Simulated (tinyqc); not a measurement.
Cooling rate: nucleation and growth of vacancy voids in a cooling silicon-like crystal. Computed by tinyqc, a small Python program. Command: `OMP_NUM_THREADS=1 python tinyqc.py 3026386 3026387 out.jsonl voids walk`. One thread of a shared host (Intel(R) Xeon(R) Processor @ 2.30GHz), about 0.3 s of CPU time with the checks.

Spherical voids; vacancies are lost only to voids.

Inputs (values chosen for the exercise, for a model crystal):
```
quantity,value,unit
vacancy density at the melting point C_m,5.9e+14,1/cm^3
formation energy E_f,3.79,eV
melting point T_m,1685,K
diffusion prefactor D0,0.0005,cm^2/s
migration energy E_m,0.49,eV
site density rho,5e+22,1/cm^3
void surface energy gamma,0.822,J/m^2
cooling rate q,18,K/min
ratio (V/G)/xi_c,1.19,-
limit of the excess at high V/G,1.3e+14,1/cm^3
temperature step,0.25,K
```

Vacancy supply: from V/G.

Constants: k_B = 8.617333262e-05 eV/K; k_B = 1.380649e-23 J/K.

Method:
- C = C_x (u - 1)/(u + 0.2) with u = (V/G)/xi_c, a form chosen for the exercise.
- C_e = C_m exp[-(E_f/k_B)(1/T - 1/T_m)]; D = D0 exp(-E_m/(k_B T)); f = k_B T ln(C/C_e); r* = 2 gamma/(rho f); W* = 16 pi gamma^3/(3 rho^2 f^2); Z = f/sqrt(12 pi W* k_B T); I = rho Z (4 pi r* D C) exp(-W*/(k_B T)).
- March down from 1500 K in steps dT, dt = dT/q, with values at the upper end of each step: a class of I dt voids is born with r*; then all classes grow by r^2 += 2 D (C - C_e) dt/rho; C falls by the vacancies added to voids. Stop at 1150 K. T_n is the T of the largest I, N the final count (classes under 1e-6 /cm^3 are dropped), and the mean radius the number average.

initial excess C = 1.77698e+13 1/cm^3

At fixed C:
```
q (K/min),T_n (K),N (1/cm^3),mean radius (nm)
1.8,1313.50,2.3251e+07,15.260
4.5,1308.50,8.9703e+07,9.721
9.0,1304.50,2.4831e+08,6.918
18.0,1300.25,6.8404e+08,4.932
36.0,1295.50,1.8695e+09,3.526
72.0,1290.50,5.0460e+09,2.533
180.0,1283.50,1.8212e+10,1.656
```

What follows from these numbers?

Over the rows N goes as q^1.45 and the radius as q^-0.48, near the 3/2 and -1/2 of the scaling argument (depletion time 1/(4 pi N r D) equal to the time in the nucleation range, at fixed N r^3). T_n drops only 30 K for a factor 100 in q. Fast cooling gives many small voids, which an anneal can dissolve.

Extremes, crossings and ranges named in words are read from the listed rows.
